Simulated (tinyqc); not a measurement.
Pariser-Parr-Pople SCF with singles CI, for the molecule C=CC1=CC(=O)C=CC1=O (SMILES; centres numbered as the heavy atoms are written), step by step. One step of it, computed by the program tinyqc.

Problem. Iteration 2: Fock matrix. F_rr = H_rr + P_rr gamma_rr / 2 + sum_(s != r) P_ss gamma_rs; F_rs = H_rs - P_rs gamma_rs / 2; E = tr P (H + F) / 2 + core repulsion sum_(r<s) z_r z_s gamma_rs.

P after iteration 1:
```
            1C         2C         3C         4C         5C         6O         7C         8C
1C    0.979485   0.899934   0.024274  -0.359237  -0.047121   0.204180   0.062087   0.024168
2C    0.899934   0.997951   0.418186  -0.010686  -0.057104   0.019285  -0.011889  -0.011293
3C    0.024274   0.418186   0.972076   0.763091   0.059297  -0.267311  -0.136609  -0.027568
4C   -0.359237  -0.010686   0.763091   0.983610   0.437418  -0.001641  -0.023685  -0.163312
5C   -0.047121  -0.057104   0.059297   0.437418   0.876247   0.758426   0.406502   0.060342
6O    0.204180   0.019285  -0.267311  -0.001641   0.758426   1.196400   0.011579  -0.285648
7C    0.062087  -0.011889  -0.136609  -0.023685   0.406502   0.011579   0.968308   0.840491
8C    0.024168  -0.011293  -0.027568  -0.163312   0.060342  -0.285648   0.840491   0.972866
9C   -0.075789   0.019772   0.373481   0.053837  -0.065189  -0.064535   0.066434   0.414469
10O  -0.021541  -0.097426   0.013230  -0.248260  -0.063148   0.370210  -0.302228   0.009745

            9C        10O
1C   -0.075789  -0.021541
2C    0.019772  -0.097426
3C    0.373481   0.013230
4C    0.053837  -0.248260
5C   -0.065189  -0.063148
6O   -0.064535   0.370210
7C    0.066434  -0.302228
8C    0.414469   0.009745
9C    0.867087   0.784632
10O   0.784632   1.185969
```

core matrix H (eV):
```
             1C          2C          3C          4C          5C          6O          7C          8C
1C   -40.107488   -2.530000    0.000000    0.000000    0.000000    0.000000    0.000000    0.000000
2C    -2.530000  -44.101159   -2.530000    0.000000    0.000000    0.000000    0.000000    0.000000
3C     0.000000   -2.530000  -49.426391   -2.530000    0.000000    0.000000    0.000000    0.000000
4C     0.000000    0.000000   -2.530000  -46.959844   -2.530000    0.000000    0.000000    0.000000
5C     0.000000    0.000000    0.000000   -2.530000  -46.833193   -2.660000   -2.530000    0.000000
6O     0.000000    0.000000    0.000000    0.000000   -2.660000  -47.007710    0.000000    0.000000
7C     0.000000    0.000000    0.000000    0.000000   -2.530000    0.000000  -45.101318   -2.530000
8C     0.000000    0.000000    0.000000    0.000000    0.000000    0.000000   -2.530000  -45.707980
9C     0.000000    0.000000   -2.530000    0.000000    0.000000    0.000000    0.000000   -2.530000
10O    0.000000    0.000000    0.000000    0.000000    0.000000    0.000000    0.000000    0.000000

             9C         10O
1C     0.000000    0.000000
2C     0.000000    0.000000
3C    -2.530000    0.000000
4C     0.000000    0.000000
5C     0.000000    0.000000
6O     0.000000    0.000000
7C     0.000000    0.000000
8C    -2.530000    0.000000
9C   -48.998041   -2.660000
10O   -2.660000  -50.374700
```

repulsion gamma_rs (eV):
```
            1C         2C         3C         4C         5C         6O         7C         8C
1C   11.130000   5.346564   3.872355   2.881476   2.343965   2.001173   2.270890   2.621015
2C    5.346564  11.130000   5.344901   3.872457   2.881145   2.422837   2.621293   2.881055
3C    3.872355   5.344901  11.130000   5.345745   3.872457   3.001596   3.518101   3.872357
4C    2.881476   3.872457   5.345745  11.130000   5.344901   4.092448   3.872357   3.516995
5C    2.343965   2.881145   3.872457   5.344901  11.130000   5.775415   5.345898   3.871986
6O    2.001173   2.422837   3.001596   4.092448   5.775415  15.200000   4.092981   3.001479
7C    2.270890   2.621293   3.518101   3.872357   5.345898   4.092981  11.130000   5.345745
8C    2.621015   2.881055   3.872357   3.516995   3.871986   3.001479   5.345745  11.130000
9C    3.517600   3.872357   5.345898   3.871986   3.517205   2.720221   3.872457   5.344901
10O   4.092450   3.698550   4.092981   3.001479   2.720221   2.199560   3.001596   4.092448

            9C        10O
1C    3.517600   4.092450
2C    3.872357   3.698550
3C    5.345898   4.092981
4C    3.871986   3.001479
5C    3.517205   2.720221
6O    2.720221   2.199560
7C    3.872457   3.001596
8C    5.344901   4.092448
9C   11.130000   5.775415
10O   5.775415  15.200000
```

Centres (angstrom, eV; a flat drawing with bonds scaled to 1.40 angstrom):
```
centre          x          y  core charge z          W   gamma_rr
1C      -2.968000  -0.786000              1  11.160000  11.130000
2C      -1.693000  -1.363000              1  11.160000  11.130000
3C      -0.555000  -0.547000              1  11.160000  11.130000
4C       0.720000  -1.125000              1  11.160000  11.130000
5C       1.858000  -0.309000              1  11.160000  11.130000
6O       3.133000  -0.886000              1  17.700000  15.200000
7C       1.720000   1.084000              1  11.160000  11.130000
8C       0.445000   1.662000              1  11.160000  11.130000
9C      -0.693000   0.846000              1  11.160000  11.130000
10O     -1.968000   1.423000              1  17.700000  15.200000
```

Give: F; pi energy.

Solution.

F (eV):
```
         1C      2C      3C      4C      5C      6O      7C      8C
1C   -5.622  -4.936  -0.047   0.518   0.055  -0.204  -0.070  -0.032
2C   -4.936  -5.798  -3.648   0.021   0.082  -0.023   0.016   0.016
3C   -0.047  -3.648  -5.984  -4.570  -0.115   0.401   0.240   0.053
4C    0.518   0.021  -4.570  -5.935  -3.699   0.003   0.046   0.287
5C    0.055   0.082  -0.115  -3.699  -5.635  -4.850  -3.617  -0.117
6O   -0.204  -0.023   0.401   0.003  -4.850  -9.683  -0.024   0.429
7C   -0.070   0.016   0.240   0.046  -3.617  -0.024  -5.944  -4.777
8C   -0.032   0.016   0.053   0.287  -0.117   0.429  -4.777  -5.980
9C    0.133  -0.038  -3.528  -0.104   0.115   0.088  -0.129  -3.638
10O   0.044   0.180  -0.027   0.373   0.086  -0.407   0.454  -0.020

         9C     10O
1C    0.133   0.044
2C   -0.038   0.180
3C   -3.528  -0.027
4C   -0.104   0.373
5C    0.115   0.086
6O    0.088  -0.407
7C   -0.129   0.454
8C   -3.638  -0.020
9C   -5.722  -4.926
10O  -4.926  -9.820
```

pi energy = -140.007 eV
